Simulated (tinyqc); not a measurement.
Tail length against growth temperature: equilibrium and kinetic segregation of a solute to boundaries and growing surfaces. Computed by tinyqc, a small Python program. Command: `OMP_NUM_THREADS=1 python tinyqc.py 3025934 3025935 out.jsonl segreg walk`. One thread of a shared host (Intel(R) Xeon(R) Processor @ 2.30GHz), about 0.01 s of CPU time with the checks.

Inputs (values chosen for the exercise, modelled on a solute in a copper line): exchange barrier E_b = 1.38 eV; surface segregation energy E_s = 0.3 eV; growth rate = 1.4 monolayers/s.

Constants: k_B = 8.617333262e-05 eV/K.

Method. Two-state exchange during growth, dilute: jump up r_u = nu exp(-E_b/(k_B T_g)), jump back r_d = r_u exp(-E_s/(k_B T_g)), nu = 1e13 1/s. In the time 1/R of one monolayer the share carried up is p = [r_u/(r_u + r_d)] [1 - exp(-(r_u + r_d)/R)]; the tail decays as p^n, length -1/ln p monolayers; the equilibrium limit has p = r_u/(r_u + r_d).

Exchange model:
```
T_g (K)       r_u/R        p  length (monolayers)  equilibrium limit
465      7.8906e-03  0.00786           2.0635e-01             1784.8
498      7.7307e-02  0.07439           3.8485e-01             1087.0
525      4.0407e-01  0.33232           9.0772e-01              758.9
552      1.7965e+00  0.83314           5.4780e+00              548.8
574      5.4618e+00  0.99350           1.5334e+02              431.1
595      1.4621e+01  0.99713           3.4804e+02              348.1
628      6.0145e+01  0.99610           2.5609e+02              256.1
676      3.6776e+02  0.99423           1.7292e+02              172.9
758      4.7703e+03  0.98998           9.9271e+01               99.3
```

What does the comparison show, and why?

The length peaks among these rows at 595 K with 348 monolayers. Below, exchange freezes (r_u/R = 0.0079 in the first row); above, the length follows the equilibrium limit, about exp(E_s/(k_B T)), down to 99.3.

Extremes, crossings and ranges named in words are read from the listed rows.
